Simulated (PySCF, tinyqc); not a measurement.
CIS and TDHF on RHF in the sto-3g basis, for H3-, spin multiplicity 1, step by step. The basis has no diffuse functions, so it cannot describe the extra electron: this is an exercise in the method, not the real anion. The lowest restricted solution is unstable here: a spin-polarised one lies 0.0808 hartree lower (PySCF). Computed by tinyqc, a small Python program that keeps every step (integrals from PySCF). Settings: charge = -1, multiplicity = 1, basis = sto-3g, method = RHF, energy threshold = 1e-10, iteration cap = 52, orthogonalisation = canonical, start = atomic densities, DIIS depth = 6, TDHF = 1. Command: `OMP_NUM_THREADS=1 python tinyqc.py 25432 25433 out.jsonl` (the two numbers bound the seeds that draw the settings). One thread of a shared host (Intel(R) Xeon(R) Processor @ 2.60GHz), about 0.05 s of CPU time with the checks. The early iterations of the SCF are left out here.

## One-electron integrals

Geometry (angstrom):
```
atom       x       y       z
H     0.0000  0.0000  0.0000
H     0.0000  0.0000  0.7920
H     0.0000  0.7550  0.3960
```

Basis sto-3g: exponents (1/bohr^2) and contraction coefficients of normalised primitives:
```
element  l (shell)  exponent  coefficient
H            s (1)    3.4253       0.1543
H            s (1)    0.6239       0.5353
H            s (1)    0.1689       0.4446
```

Overlap, kinetic and nuclear-attraction integrals over the contracted functions; the nuclear repulsion is the sum of Za Zb / Rab.

nuclear repulsion = 1.909552 hartree

overlap S, order 1H 1s, 2H 1s, 3H 1s:
$$\begin{pmatrix}
1.0000 & 0.6260 & 0.5871 \\
0.6260 & 1.0000 & 0.5871 \\
0.5871 & 0.5871 & 1.0000
\end{pmatrix}$$

kinetic energy T (hartree), order 1H 1s, 2H 1s, 3H 1s:
$$\begin{pmatrix}
0.7600 & 0.2071 & 0.1754 \\
0.2071 & 0.7600 & 0.1754 \\
0.1754 & 0.1754 & 0.7600
\end{pmatrix}$$

nuclear attraction V (hartree), order 1H 1s, 2H 1s, 3H 1s:
$$\begin{pmatrix}
-2.4351 & -1.4936 & -1.3852 \\
-1.4936 & -2.4351 & -1.3852 \\
-1.3852 & -1.3852 & -2.4000
\end{pmatrix}$$

core Hamiltonian H = T + V (hartree), order 1H 1s, 2H 1s, 3H 1s:
$$\begin{pmatrix}
-1.6751 & -1.2865 & -1.2099 \\
-1.2865 & -1.6751 & -1.2099 \\
-1.2099 & -1.2099 & -1.6400
\end{pmatrix}$$

## Two-electron integrals

Functions are numbered as in S; the eight-fold symmetry (ij|kl) = (ji|kl) = (kl|ij) leaves the list below.

Two-electron integrals (ij|kl) in chemists' order, unique and non-zero (hartree):
```
(11|11) 0.7746   (21|11) 0.4154   (21|21) 0.2644   (22|11) 0.5506
(22|21) 0.4154   (22|22) 0.7746   (31|11) 0.3826   (31|21) 0.2262
(31|22) 0.3276   (31|31) 0.2291   (32|11) 0.3276   (32|21) 0.2262
(32|22) 0.3826   (32|31) 0.2130   (32|32) 0.2291   (33|11) 0.5286
(33|21) 0.3406   (33|22) 0.5286   (33|31) 0.3826   (33|32) 0.3826
(33|33) 0.7746
```

## Orthogonalisation

S = U s U^T; canonical form X = U s^(-1/2), so that X^T S X = 1. Each column of U has its largest component positive (the first on a tie).

eigenvalues of S: [0.3740, 0.4257, 2.2003]

X, order 1H 1s, 2H 1s, 3H 1s:
$$\begin{pmatrix}
1.1562 & -0.6165 & 0.3920 \\
-1.1562 & -0.6165 & 0.3920 \\
0.0000 & 1.2605 & 0.3835
\end{pmatrix}$$

## Iteration 3 (converged): orbitals

converged F (hartree), order 1H 1s, 2H 1s, 3H 1s:
$$\begin{pmatrix}
0.0487 & -0.3410 & -0.2116 \\
-0.3410 & 0.0487 & -0.2116 \\
-0.2116 & -0.2116 & 0.1294
\end{pmatrix}$$

Diagonalise F' = X^T F X, C = X C', fill 2 alpha and 2 beta electrons from the bottom; D = 2 C_occ C_occ^T. Each column has its largest component positive (the first on a tie).

F' = X^T F X (hartree):
$$\begin{pmatrix}
1.0418 & 0.0000 & 0.0000 \\
0.0000 & 0.6411 & 0.0948 \\
0.0000 & 0.0948 & -0.1981
\end{pmatrix}$$

orbital energies (hartree): MO1 -0.2086, MO2 0.6517, MO3 1.0418

coefficients C, order 1H 1s, 2H 1s, 3H 1s:
$$\begin{pmatrix}
0.4580 & -0.5693 & 1.1562 \\
0.4580 & -0.5693 & -1.1562 \\
0.2414 & 1.2953 & 0.0000
\end{pmatrix}$$

D after iteration 3, order 1H 1s, 2H 1s, 3H 1s:
$$\begin{pmatrix}
1.0676 & 1.0676 & -1.2536 \\
1.0676 & 1.0676 & -1.2536 \\
-1.2536 & -1.2536 & 3.4719
\end{pmatrix}$$

## Convergence

Stop when the energy changes by less than 1e-10 hartree and every element of the error matrix X^T (F D S - S D F) X is below 3e-06.

Course of the cycle:
```
iteration  E (hartree)    change  largest element of the error matrix
1            -1.720663         -                             1.86e-02
2            -0.622770  1.10e+00                             1.93e-15
3            -0.622770  4.44e-16                             1.03e-15
```

PySCF RHF in the same basis = -0.622770 hartree

Converged in 3 iterations.

## Integrals over molecular orbitals

(pq|rs) = sum C_ip C_jq C_kr C_ls (ij|kl), one index at a time.

one-electron integrals over orbitals h = C^T H C (hartree):
$$\begin{pmatrix}
-1.8730 & -0.0714 & 0.0000 \\
-0.0714 & -1.1024 & 0.0000 \\
0.0000 & 0.0000 & -1.0389
\end{pmatrix}$$

Two-electron integrals over orbitals (pq|rs), unique and non-zero (hartree):
```
(11|11) 0.6331    (21|11) -0.0322   (21|21) 0.1193    (22|11) 0.5753
(22|21) 0.1036    (22|22) 0.7229    (31|31) 0.1606    (32|31) -0.0758
(32|32) 0.0496    (33|11) 0.6283    (33|21) -0.0839   (33|22) 0.5172
(33|33) 0.6882
```

## CIS matrix, singlets

A(ia,jb) = (e_a - e_i) d_ij d_ab + 2 (ia|jb) - (ij|ab).

CIS matrix A, singlet (hartree), order 1>3, 2>3:
$$\begin{pmatrix}
0.9433 & -0.0676 \\
-0.0676 & -0.0278
\end{pmatrix}$$

## CIS singlet states

dipole integrals <i|r|a> (bohr), order 1>3, 2>3:
$$\begin{pmatrix}
0.0000 & 0.0000 & -0.9152 \\
0.0000 & 0.0000 & 0.3271
\end{pmatrix}$$

Diagonalise A (1 hartree = 27.211386 eV); each vector has its largest component positive (the first on a tie). The transition dipole is mu = sqrt2 sum c_ia <i|r|a>.

singlet excitation energies (eV): [-0.8849, 25.7972]

lowest vectors, order 1>3, 2>3:
$$\begin{pmatrix}
0.0691 & 0.9976 \\
0.9976 & -0.0691
\end{pmatrix}$$

oscillator strengths 2/3 w |mu|^2: [-0.0030, 1.1064]

A negative triplet energy shows that the restricted solution is unstable towards a spin-polarised one.

## TDHF (RPA) singlet states

B(ia,jb) = 2 (ia|jb) - (ib|ja); the squared energies are the eigenvalues of (A - B)(A + B); 1 hartree = 27.211386 eV.

TDHF matrix B, singlet (hartree), order 1>3, 2>3:
$$\begin{pmatrix}
0.1606 & -0.0758 \\
-0.0758 & 0.0496
\end{pmatrix}$$

squared energies w^2 (hartree^2): [-0.0002, 0.8603]

TDHF energies from the positive w^2 (eV): [25.2397]

A + B or A - B has a negative eigenvalue: the restricted solution is unstable towards a lower one, a negative w^2 means an imaginary energy, and the lowest roots have no physical meaning.

## CIS matrix, triplets

A(ia,jb) = (e_a - e_i) d_ij d_ab - (ij|ab).

CIS matrix A, triplet (hartree), order 1>3, 2>3:
$$\begin{pmatrix}
0.6221 & 0.0839 \\
0.0839 & -0.1271
\end{pmatrix}$$

## CIS triplet states

Diagonalise A (1 hartree = 27.211386 eV); each vector has its largest component positive (the first on a tie).

triplet excitation energies (eV): [-3.7112, 17.1823]

lowest vectors, order 1>3, 2>3:
$$\begin{pmatrix}
-0.1100 & 0.9939 \\
0.9939 & 0.1100
\end{pmatrix}$$

A negative triplet energy shows that the restricted solution is unstable towards a spin-polarised one.

## TDHF (RPA) triplet states

B(ia,jb) = - (ib|ja); the squared energies are the eigenvalues of (A - B)(A + B); 1 hartree = 27.211386 eV.

TDHF matrix B, triplet (hartree), order 1>3, 2>3:
$$\begin{pmatrix}
-0.1606 & 0.0758 \\
0.0758 & -0.0496
\end{pmatrix}$$

squared energies w^2 (hartree^2): [0.0181, 0.3595]

TDHF energies from the positive w^2 (eV): [3.6588, 16.3154]

A + B or A - B has a negative eigenvalue: the restricted solution is unstable towards a spin-polarised one, a negative w^2 means an imaginary energy, and the lowest roots have no physical meaning.
